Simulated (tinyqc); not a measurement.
# Free and trapped electrons in a MOS channel with a dense trap tail: free and trapped charge against gate voltage

p-type body, charge-sheet picture, full ionisation (an idealisation for deep acceptors), Boltzmann statistics for free electrons. e = Ec - EF at the surface. Acceptor-like traps of density D(E) = D0 + De exp(-E/Ew) at depth E below Ec, from 0 to Eu, hold n_t = integral of D(E)/(1 + exp((e - E)/Vt)). psi = Eg - Vt ln(Nv/Na) - e; N_dep = sqrt(2 eps0 eps_r Na (psi - Vt)/q); n_f = sqrt(N_dep^2 + 2 eps0 eps_r Vt Nc exp(-e/Vt)/q) - N_dep; Vg = Vfb + psi + q (N_dep + n_t + n_f)/Cox, Cox = eps0 eox/tox.

Free share n_f/(n_f + n_t); swing ln 10 n_f/(dn_f/dVg); field-effect mobility mf q (dn_f/dVg)/Cox, for a constant mf; oxide field q (N_dep + n_t + n_f)/(eps0 eox).

Inputs (values chosen for the exercise); band and dielectric values close to those of 4H silicon carbide: temperature T = 300 K; band gap Eg = 3.21 eV; relative permittivity eps_r = 9.7; conduction-band density of states at T Nc = 1.72e19 cm^-3; valence-band density of states at T Nv = 2.48e19 cm^-3; relative permittivity of the insulator eox = 3.9; insulator thickness tox = 35 nm; acceptor density Na = 9.2e15 cm^-3; flat-band voltage without trapped charge Vfb = -2.82 V; constant background density of acceptor-like traps D0 = 2.3e11 cm^-2 eV^-1; density of the tail at the conduction edge De = 8e12 cm^-2 eV^-1; decay energy of the tail Ew = 0.06 eV; depth below Ec down to which the traps reach Eu = 0.66 eV; mobility of free electrons mf = 220 cm^2/(V s).

Constants: q = 1.602176634e-19 C, kB = 1.380649e-23 J/K, Vt = kB T/q, eps0 = 8.8541878128e-14 F/cm where lengths are in cm. Results are converted to the units shown.

Result of one run:

| e (eV) | n_f (cm^-2) | n_t (cm^-2) | free share (%) | swing (mV/decade) | field-effect mobility (cm^2/(V s)) | oxide field (MV/cm) |
|---|---|---|---|---|---|---|
| 0.4022 | 8.273e5 | 6.010e10 | 0.001377 | 93.00 | 0.007318 | 0.2618 |

Which gate voltage Vg gave this result: 0.7, 1.4, 2.1, 2.7 or 6.1 V?

Vg = 0.7 V.

The whole series:

| Vg (V) | e (eV) | n_f (cm^-2) | n_t (cm^-2) | free share (%) | swing (mV/decade) | field-effect mobility (cm^2/(V s)) | oxide field (MV/cm) |
|---|---|---|---|---|---|---|---|
| 0.7 | 0.4022 | 8.273e5 | 6.010e10 | 0.001377 | 93.00 | 0.007318 | 0.2618 |
| 1.4 | 0.1110 | 5.812e10 | 2.259e11 | 20.46 | 471.6 | 101.4 | 0.3786 |
| 2.1 | 0.06011 | 3.317e11 | 3.474e11 | 48.85 | 1685 | 162.0 | 0.5641 |
| 2.7 | 0.03908 | 6.197e11 | 4.140e11 | 59.95 | 2845 | 179.2 | 0.7295 |
| 3.4 | 0.02208 | 9.832e11 | 4.695e11 | 67.68 | 4234 | 191.0 | 0.9247 |
| 4.1 | 0.009167 | 1.366e12 | 5.089e11 | 72.85 | 5648 | 198.9 | 1.121 |
| 4.7 | 8.403e-5 | 1.704e12 | 5.336e11 | 76.15 | 6881 | 203.7 | 1.290 |
| 5.4 | -0.008914 | 2.107e12 | 5.550e11 | 79.16 | 8345 | 207.7 | 1.487 |
| 6.1 | -0.01664 | 2.517e12 | 5.706e11 | 81.52 | 9835 | 210.6 | 1.685 |

n_f reaches 1e11 cm^-2 at Vg = 1.53 V, against 1.12 V without traps. The free share rises from 0.00138 to 81.5 % and the field-effect mobility rises from 0.00732 to 211 cm^2/(V s), although mf = 220 is constant: in the last row 95.7 % of Cox dVg goes into free electrons. The swing in the first row is 93.0 mV a decade (Vt ln 10 = 59.5). For Vg = 2.7, 3.4, 4.1, 4.7, 5.4, 6.1 EF lies less than 2 Vt below the band edge, or above it, where degeneracy and confinement, left out, matter.

Program tinyqc, `OMP_NUM_THREADS=1 python tinyqc.py 2222044 2222045 out.jsonl`; Intel Xeon 2.30GHz, shared host, one thread, about 0.02 s.
